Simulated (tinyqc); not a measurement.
## Schottky diode by thermionic emission with image-force lowering and series resistance: a Richardson plot

Metal on an n-type semiconductor with one parabolic valley; V > 0 is forward bias (metal positive). I = I0 [exp(Vj/(n Vt)) - 1] with Vj = V - I Rs; I0 = S A* T^2 exp(-(phi - dphi)/Vt), the lowering dphi taken at zero bias.

A* = 4 pi q me m0 kB^2/h^3 (times 1e-4 for A/(cm^2 K^2)); Nc = 2 (2 pi me m0 kB T/h^2)^1.5 (times 1e-6 for cm^-3); xi = Vt ln(Nc/Nd), Vbi = phi - xi; surface field Em = sqrt(2 q Nd (Vbi - V - Vt)/(eps0 eps_r)); dphi = sqrt(q Em/(4 pi eps0 eps_r)). Here V = 0 in Em; phi is held fixed.

Inputs (values chosen for the exercise); band and dielectric values close to those of 4H silicon carbide:
- me = 0.371 m0 (electron mass)
- eps_r = 9.76 (relative permittivity)
- phi = 1.25 eV (barrier height seen from the metal)
- Nd = 2.7e15 cm^-3 (donor density)
- S = 0.00058 cm^2 (area)

Constants: q = 1.602176634e-19 C, kB = 1.380649e-23 J/K, h = 6.62607015e-34 J s, m0 = 9.1093837015e-31 kg, Vt = kB T/q, eps0 = 8.8541878128e-14 F/cm where lengths are in cm. Results are converted to the units shown.

Results:
```
T (K)  dphi (meV)     I0 (A)  ln(I0/(S T^2))  1/Vt (1/V)
200         22.18  1.189e-28          -67.44       58.02
240         22.02  2.435e-23          -55.58       48.35
280         21.84  1.589e-19          -47.10       41.44
320         21.65  1.195e-16          -40.75       36.26
360         21.46  2.120e-14          -35.80       32.23
450         20.99  9.010e-11          -27.90       25.79
```

Estimate the missing row, T = 400 K.

Computed row:
```
T (K)  dphi (meV)     I0 (A)  ln(I0/(S T^2))  1/Vt (1/V)
400         21.26  1.365e-12          -31.85       29.01
```

With this row back in the table: I0 grows by 17.9 decades. The line through the end rows has the slope -1.227 eV and the intercept ln(42.2 A/(cm^2 K^2)), against phi = 1.25 eV and A* = 44.6. The difference comes from the lowering: dphi falls from 22.2 to 21.0 meV.

Range of the model: One isotropic valley is assumed; bands with several valleys have a larger Richardson constant and Nc.

Program tinyqc, `OMP_NUM_THREADS=1 python tinyqc.py 2640096 2640097 out.jsonl`; Intel Xeon 2.30GHz, shared host, one thread, about 0.01 s.
